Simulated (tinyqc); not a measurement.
Worked calculation: capillary instabilities by surface diffusion: grooving and agglomeration of films, edge retraction, wire break-up and smoothing of roughness. Computed by tinyqc, a small Python program that keeps every step. Command: `OMP_NUM_THREADS=1 python tinyqc.py 3003222 3003223 out.jsonl dewet walk`. One thread of a shared host (Intel(R) Xeon(R) Processor @ 2.30GHz), about 0.01 s of CPU time with the checks. Intermediate numbers are printed to about 5 digits and carried at full precision; extremes and crossings named in words are read from the listed rows.

Isotropic surface energy; shapes change by surface diffusion alone.

Inputs (values chosen for the exercise, for a model film):

| quantity | value | unit |
|---|---|---|
| surface energy gamma_s | 3.45 | J/m^2 |
| grain-boundary energy gamma_b | 1.3 | J/m^2 |
| interface energy gamma_i | 2.3 | J/m^2 |
| contact angle on the substrate theta | 95 | degrees |
| atomic volume Omega | 13.6 | angstrom^3 |
| surface sites nu | 14 | 1/nm^2 |
| prefactor D0 | 3.5e-05 | m^2/s |
| activation energy Q | 2.2 | eV |
| temperature T | 1584 | K |
| time t | 3600 | s |
| film thickness h | 37 | nm |
| grain radius R | 180 | nm |
| wire radius r | 7 | nm |
| initial ripple over radius | 0.05 | - |
| roughness wavelength lambda | 23 | nm |

Grooves: at the surface and the interface.

Constants: k_B = 8.617333262e-05 eV/K; k_B = 1.380649e-23 J/K.

## The Mullins constant

B = D_s nu gamma_s Omega^2/(k_B T), D_s = D0 exp(-Q/(k_B T)).

D_s = 3.5025e-12 m^2/s

B = 1.4307e+06 nm^4/s

length (B t)^(1/4) = 267.90 nm

Lengths grow as t^(1/4): doubling one takes 16 times as long, or roughly 360 K more.

## Will grooves cut through?

Groove angle beta: sin(beta) = gamma_b/(2 gamma). For circular grains of radius R with spherical caps the groove ends (measured from the mean surface) at the depth R g(beta), g = (2 - 3 cos beta + cos^3 beta)/(3 sin^3 beta). The film parts if R [g(beta_s) + g(beta_i)] > h.

beta_s = 10.860 degrees

beta_i = 16.416 degrees

sum of g = 0.12029

critical R/h = 8.3131

final depth over h = 0.58521

The grooves stop short by this estimate; triple junctions groove deeper and may still open.

## Groove growth in time

Mullins' isolated groove: depth below the flat surface d = 0.780 m (B t)^(1/4), m = tan(beta_s), width between the ridges 4.6 (B t)^(1/4); time to reach h: (h/(0.780 m))^4/B.

groove depth = 40.087 nm

groove width = 1232.3 nm

time to reach the substrate = 2612.7 s

Caution: this depth exceeds the film thickness, so the isolated-groove formula no longer applies. Caution: the grooves of neighbouring boundaries overlap, so the depth levels off at its final value. Caution: the grains are too small for the surface groove ever to reach the depth h.

## Retraction of a straight edge

A rim shaped as a circular segment with contact angle theta holds the area h x; its radius r obeys r^2 (theta - sin theta cos theta) = h x. To advance, the edge must carry a strip of the rim height H = r (1 - cos theta) over the rim, driven by the curvature 1/r over the distance r theta (the scaling argument of Brandon and Bradshaw): H dx/dt = B/(theta r^2) gives x^(5/2) = (5/2) B t c^(3/2)/(theta (1 - cos theta) h^(3/2)), c = theta - sin theta cos theta.

retraction x = 1398.6 nm

rim height H = 187.22 nm

present speed = 0.15540 nm/s

The rim is 5.1 times the film thickness. x goes as t^(2/5) h^(-3/5): thin films retract faster.

## Break-up of a free wire

A wire with r + A cos(k z) has dA/dt = (B/r^4) (kr)^2 [1 - (kr)^2] A: unstable for wavelengths above 2 pi r, fastest at kr = 1/sqrt 2 with the rate B/(4 r^4); break-up time about (4 r^4/B) ln(r/A0); each wavelength makes a sphere of radius (3 r^2 lambda_m/4)^(1/3).

fastest wavelength = 62.200 nm

break-up time = 0.020109 s

radius of the spheres = 13.173 nm

t over the break-up time = 1.7902e+05

The wire breaks up within t. Caution: faceting can stabilise wires along low-index directions.

## Smoothing against break-up

Roughness of wavelength lambda on a flat face decays as exp[-B (2 pi/lambda)^4 t]; the smoothing time is that for a factor e^3.

Times (s); the last column is (h/(0.780 tan beta_s))^4/B:

| T (K) | B (nm^4/s) | smoothing | wire break-up | groove to depth h |
|---|---|---|---|---|
| 1346 | 9.7406e+04 | 0.0055300 | 0.29537 | 38377 |
| 1426 | 2.6646e+05 | 0.0020215 | 0.10797 | 14029 |
| 1505 | 6.4618e+05 | 0.0008336 | 0.04452 | 5785 |
| 1584 | 1.4307e+06 | 0.0003765 | 0.02011 | 2613 |
| 1663 | 2.9305e+06 | 0.0001838 | 0.00982 | 1276 |
| 1742 | 5.6123e+06 | 0.0000960 | 0.00513 | 666 |
| 1901 | 1.7521e+07 | 0.0000307 | 0.00164 | 213 |

All times share 1/B, so their ratios do not depend on T: break-up over smoothing is 53. An anneal can smooth this roughness well before the wire breaks. Smoothing is safe for lambda well below 2 pi r, above which a ripple along the wire grows instead. B spans 2.3 decades over these rows.

Checks made by the program: g against the volume of a spherical cap (relative difference below 1e-10).
